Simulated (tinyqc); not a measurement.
Spin curve: spin coating of a resist or spin-on film: centrifugal thinning, evaporation and the final thickness (Emslie and Meyerhofer models). Computed by tinyqc, a small Python program. Command: `OMP_NUM_THREADS=1 python tinyqc.py 3111615 3111616 out.jsonl spincoat walk`. One thread of a shared host (Intel(R) Xeon(R) Processor @ 2.30GHz), about 0.09 s of CPU time with the checks.

A Newtonian film stays uniform over the wafer; solvent and solids have the same density and the concentration is uniform through the thickness.

Inputs (values chosen for the exercise, of the order of those of a polymer resist in an ester solvent):
```
quantity                                 value          unit
solids volume fraction c0                  0.3             -
kinematic viscosity of the solvent nu_s   0.67        mm^2/s
viscosity constant k                       460        mm^2/s
viscosity exponent gamma                     3             -
spin speed f                              1000           rpm
evaporation rate at 1000 rpm e0          0.073  micrometre/s
starting thickness h0                      500    micrometre
wafer radius R                             150            mm
```

Method:
- omega = 2 pi f/60; nu(c) = nu_s + k c^gamma; evaporation rate e = e0 sqrt(f/1000 rpm).
- Flow constant K = 2 omega^2/(3 nu(c0)); Reynolds number of the air omega R^2/nu_air with nu_air = 15 mm^2/s.
- Meyerhofer estimate: flow rules until (1 - c0) K h^3 = e, then evaporation alone: h_w = (e/((1 - c0) K))^(1/3), dry film c0 h_w.
- Full model for solids s and liquid l per area, h = s + l, c = s/h: ds/dt = -c Q, dl/dt = -(1 - c) Q - e, Q = 2 omega^2 h^3/(3 nu(c)); integrated adaptively (relative tolerance 1e-9) until l = 0.

dry film, estimate = 1714.70 nm

Dry film against speed:
```
f (rpm)  full model (nm)  estimate (nm)  time to dry (s)
500               2697.8         2424.9           141.83
1000              1907.6         1714.7            70.92
1500              1557.6         1400.0            47.28
2000              1348.9         1212.5            35.46
3000              1101.4          990.0            23.64
4000               953.8          857.3            17.73
6000               778.8          700.0            11.82
```

The full thickness goes as f^-0.500; the estimate as (e/omega^2)^(1/3) = f^(-1/2). The time to dry goes as f^-1.00. A thickness window of 1 % allows a speed error of about 2 %.
